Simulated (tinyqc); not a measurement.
Inside a calculation. Method: LDA (PW92) atom on a uniform radial grid, spin-unpolarised, for Mg(2+). Computed by tinyqc, a small Python program that keeps every step. Settings: Z = 12, points = 192, R = 3.9, functional = lda,pw, mixing = 0.2, iteration cap = 65. Command: `OMP_NUM_THREADS=1 python tinyqc.py 29974 29975 out.jsonl` (the two numbers bound the seeds that draw the settings). One thread of a shared host (Intel(R) Xeon(R) Processor @ 2.60GHz), about 1 s of CPU time with the checks. Later iterations appear only in the table of the cycle.

## Iteration 1

Spherical atom on a uniform radial grid r_j = j h with h = R/(N + 1), h sum u^2 = 1 and integrals as h times sums, u(0) = u(R) = 0 (atomic units):
```
parameter,value
Z,12
points N,192
R,3.900000
h,0.020207
mixing,0.200000
electrons in 1s,2
electrons in 2s,2
electrons in 2p,6
```

Three-point differences turn -u''/2 + [l(l+1)/2r^2 - Z/r + V] u = e u into a tridiagonal matrix (diagonal 1/h^2 + potential, off-diagonal -1/2h^2). D = sum f u^2; the Hartree potential y/r solves y'' = -D/r with y(0) = 0, y(R) = N_e; v_xc comes from rho = D/(4 pi r^2); E = sum f e - int D V + int D (V_H/2 + eps_xc); V(new) = V + mixing (V_H + v_xc - V).

eigenvalues (hartree): 1s -70.971619, 2s -17.934332, 2p -18.022249

Every 12th grid point:
```
r,V in,u(1s),u(2s),u(2p),D,V_H,v_xc
0.242487,0.000000,1.113334,-0.744601,1.400541,15.356967,28.869727,-2.814446
0.484974,0.000000,0.124737,-1.482747,1.303184,14.617923,19.341296,-1.771436
0.727461,0.000000,0.010482,-0.919413,0.683054,4.490236,13.625257,-0.940008
0.969948,0.000000,0.000783,-0.411597,0.283042,0.819503,10.299483,-0.462259
1.212435,0.000000,0.000055,-0.156956,0.103116,0.113068,8.247045,-0.220778
1.454922,0.000000,3.69e-06,-0.054362,0.034628,0.013105,6.873158,-0.103858
1.697409,0.000000,2.41e-07,-0.017655,0.010993,0.001349,5.891326,-0.047962
1.939896,0.000000,1.54e-08,-0.005476,0.003349,0.000127,5.154914,-0.021606
2.182383,0.000000,9.72e-10,-0.001641,0.000989,0.000011,4.582146,-0.009477
2.424870,0.000000,6.05e-11,-0.000478,0.000285,9.44e-07,4.123932,-0.004056
2.667358,0.000000,0,-0.000137,0.000080,7.61e-08,3.749029,-0.001700
2.909845,0.000000,0,-0.000038,0.000022,5.92e-09,3.436610,-0.000701
3.152332,0.000000,0,-0.000011,0.000006,4.47e-10,3.172255,-0.000285
3.394819,0.000000,0,-2.87e-06,1.65e-06,3.28e-11,2.945665,-0.000115
3.637306,0.000000,0,-7.33e-07,4.18e-07,0,2.749288,-0.000044
3.879793,0.000000,0,-4.11e-08,2.34e-08,0,2.577457,0.000000
```

total energy = -179.86911239 hartree

## Iteration 2

As before.

eigenvalues (hartree): 1s -64.468148, 2s -14.331004, 2p -13.976179

Every 12th grid point:
```
r,V in,u(1s),u(2s),u(2p),D,V_H,v_xc
0.242487,5.211056,1.132928,-0.655911,1.291653,13.437691,27.719122,-2.695341
0.484974,3.513972,0.135650,-1.449664,1.321876,14.723996,18.958757,-1.775550
0.727461,2.537050,0.012445,-0.995684,0.783859,5.669698,13.549423,-1.011842
0.969948,1.967445,0.001027,-0.499896,0.372796,1.333657,10.288190,-0.537305
1.212435,1.605253,0.000080,-0.215475,0.157129,0.240997,8.245624,-0.277497
1.454922,1.353860,0.000006,-0.084809,0.061362,0.036977,6.872998,-0.141550
1.697409,1.168673,4.41e-07,-0.031423,0.022735,0.005076,5.891310,-0.071366
1.939896,1.026662,3.18e-08,-0.011151,0.008106,0.000643,5.154913,-0.035384
2.182383,0.914534,2.26e-09,-0.003831,0.002806,0.000077,4.582146,-0.017194
2.424870,0.823975,1.59e-10,-0.001284,0.000949,0.000009,4.123932,-0.008186
2.667358,0.749466,1.10e-11,-0.000421,0.000315,9.51e-07,3.749029,-0.003826
2.909845,0.687182,0,-0.000136,0.000103,1.01e-07,3.436610,-0.001760
3.152332,0.634394,0,-0.000043,0.000033,1.04e-08,3.172255,-0.000799
3.394819,0.589110,0,-0.000014,0.000011,1.03e-09,2.945665,-0.000358
3.637306,0.549849,0,-3.92e-06,3.08e-06,8.76e-11,2.749288,-0.000152
3.879793,0.515491,0,-2.34e-07,1.85e-07,0,2.577457,-0.000011
```

total energy = -185.92929309 hartree

## Convergence

Stop when input and output potentials agree to 1e-7.

Course of the cycle (hartree):
```
iteration,E,e(1s),e(2s),e(2p),largest |V(out) - V(in)|
1,-179.86911239,-70.971619,-17.934332,-18.022249,3.82e+01
2,-185.92929309,-64.468148,-14.331004,-13.976179,2.88e+01
3,-189.96654342,-59.567442,-11.641683,-10.989360,2.15e+01
4,-192.55825042,-55.902060,-9.634545,-8.787859,1.60e+01
5,-194.15648634,-53.181715,-8.136387,-7.166250,1.18e+01
6,-195.10133045,-51.177905,-7.017873,-5.971499,8.62e+00
7,-195.63652044,-49.711924,-6.182395,-5.090253,6.28e+00
8,-195.92736115,-48.645354,-5.557751,-4.438954,4.57e+00
9,-196.07949964,-47.872310,-5.089994,-3.956229,3.32e+00
10,-196.15650383,-47.312953,-4.738877,-3.597132,2.41e+00
11,-196.19447174,-46.907988,-4.474454,-3.328819,1.76e+00
...,...,...,...,...,...
55,-196.23006879,-45.755533,-3.603337,-2.463110,4.39e-05
56,-196.23006879,-45.755526,-3.603331,-2.463104,3.50e-05
57,-196.23006879,-45.755520,-3.603326,-2.463099,2.79e-05
58,-196.23006879,-45.755516,-3.603322,-2.463095,2.23e-05
59,-196.23006879,-45.755512,-3.603318,-2.463092,1.78e-05
60,-196.23006879,-45.755509,-3.603316,-2.463090,1.42e-05
61,-196.23006879,-45.755507,-3.603314,-2.463088,1.13e-05
62,-196.23006879,-45.755505,-3.603312,-2.463086,9.00e-06
63,-196.23006879,-45.755503,-3.603311,-2.463085,7.18e-06
64,-196.23006879,-45.755502,-3.603310,-2.463084,5.72e-06
65,-196.23006879,-45.755501,-3.603309,-2.463083,4.56e-06
```

Not converged within 65 iterations: the residual falls steadily but slowly, by a factor of about 0.80 a step. Reruns (cap 100 unless said): mixing 0.3: converged in 52; mixing 0.6: converged in 21; the original settings with a cap of 400: converged in 82. Even converged, this uniform grid resolves the cusp poorly and misses the energy of the atom.
